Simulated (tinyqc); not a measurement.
Swing of the coupled dose with resist thickness: standing waves and exposure in a photoresist film.

Normal incidence from air. Unexposed resist: N1 = n1 + i k1 with k1 = (A + B) lam/(4 pi), lam in micrometres. r01 = (1 - N1)/(1 + N1), t01 = 2/(1 + N1). Substrate Ns = ns + i ks: r12 = (N1 - Ns)/(N1 + Ns). With p = exp(2 pi i N1 d/lam), the field at depth z is E(z) = t01 [exp(2 pi i N1 z/lam) + r12 p^2 exp(-2 pi i N1 z/lam)]/(1 + r01 r12 p^2), the relative intensity I(z) = n1 |E(z)|^2 and the reflectance R = |(r01 + r12 p^2)/(1 + r01 r12 p^2)|^2.

Parameters, chosen for this exercise (a resist on Si, indices near tabulated ones; the results hold for these values, not for the real material):
- lam = 193 nm (vacuum wavelength)
- n1 = 1.731 (resist index)
- A = 0.04 1/micrometre (bleachable absorption (Dill A))
- B = 1.14 1/micrometre (fixed absorption (Dill B))
- d = 202 nm (resist thickness)
- ns = 0.897 (substrate n)
- ks = 2.791 (substrate k)

The mean of I is taken over 800 depths; the relative dose to clear is taken as 1/(mean of I over the lowest period, 60 depths), scaled to 1 in the first row.

Swing:

| d (nm) | R | mean I | relative dose |
|---|---|---|---|
| 202.0 | 0.4473 | 1.1572 | 1.000 |
| 211.3 | 0.5394 | 0.9305 | 1.211 |
| 220.6 | 0.5106 | 0.9511 | 1.145 |
| 229.9 | 0.3503 | 1.2319 | 0.877 |
| 239.2 | 0.1407 | 1.6160 | 0.687 |
| 248.5 | 0.2079 | 1.4810 | 0.774 |
| 257.7 | 0.4063 | 1.0920 | 1.058 |
| 267.0 | 0.5014 | 0.8915 | 1.271 |
| 276.3 | 0.4725 | 0.9145 | 1.207 |
| 285.6 | 0.3124 | 1.1673 | 0.941 |
| 294.9 | 0.1098 | 1.4969 | 0.750 |
| 304.2 | 0.1738 | 1.3789 | 0.836 |
| 313.5 | 0.3714 | 1.0336 | 1.124 |

The period is 55.7 nm, six rows. The relative dose swings between 0.687 and 1.271, a ratio (max - min)/mean of 0.590, against the estimate 4 sqrt(|r01|^2 |r12|^2) exp(-(A + B) d) = 0.635 for the oscillating part alone; the ratio from the table also holds the slow rise from absorption, 12.4 % over two periods, so the two are not strictly comparable. The dose is least sensitive to thickness at an extremum; the lowest dose listed is at 239.2 nm.

Computed by tinyqc, a small Python program: `OMP_NUM_THREADS=1 python tinyqc.py 1650944 1650945 out.jsonl` (the numbers bound the seed that draws the inputs); one thread of a shared host (Intel(R) Xeon(R) Processor @ 2.30GHz), about 0.01 s for the whole set of steps.
